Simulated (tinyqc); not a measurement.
What each change does: conductance of a narrow metal strip with scatterers (square lattice, Green functions).

A strip of W sites across with hard walls, site energy 0 and hopping -t. Mode n = 1 to W has profile chi_n(j) = sqrt(2/(W + 1)) sin(n j pi/(W + 1)) and energy en = -2t cos(n pi/(W + 1)); E = en - 2t cos(kn a). With z_n = exp(i kn a) (Im k > 0 for closed modes, |z| < 1) each lead gives the self-energy -t z_n in mode n. One column carries the site energies v, here a uniform barrier across the strip, as of a grain boundary. In the mode basis V_nm = sum_j chi_n(j) v_j chi_m(j), G = (E - en + 2 t z_n - V)^-1, and t_nm = 2t sqrt(sin(kn a) sin(km a)) G_nm in size for open modes. T = sum |t_nm|^2, conductance (2e^2/h) T.

Constants: e^2/h = 3.874045865e-05 S.

Values chosen for the exercise (hopping and spacing of the size met in Cu or Al; the lattice is a model; shifted at random, so the results belong to these values and not to a real crystal):
- t = 1.64 eV (hopping)
- W = 3 (sites across)
- E = -0.63 eV (Fermi energy)
- v = (2, 2, 2) eV (site energies in the scattering column)

Open modes M, T and the added resistance (1/T - 1/M)/(2 e^2/h).

Results for these values:
```
case  M       T  added resistance (ohm)
base  3  1.7254                    3178
```

What happens to each result for t = 1.706 eV, all else kept?

Answer: M does not change at the printed digits; T rises from 1.7254 to 1.7901; added resistance falls from 3178 to 2908.

The same for each parameter in turn:
```
case                    M       T  added resistance (ohm)
base                    3  1.7254                    3178
t = 1.706 eV            3  1.7901                    2908
E = -0.5 eV             3  1.7875                    2918
v = (2.6, 2.6, 2.6) eV  3  1.3778                    5066
```

Program tinyqc; command `OMP_NUM_THREADS=1 python tinyqc.py 1452251 1452252 out.jsonl`; about 0.01 s on one thread of a shared Intel(R) Xeon(R) Processor @ 2.30GHz.
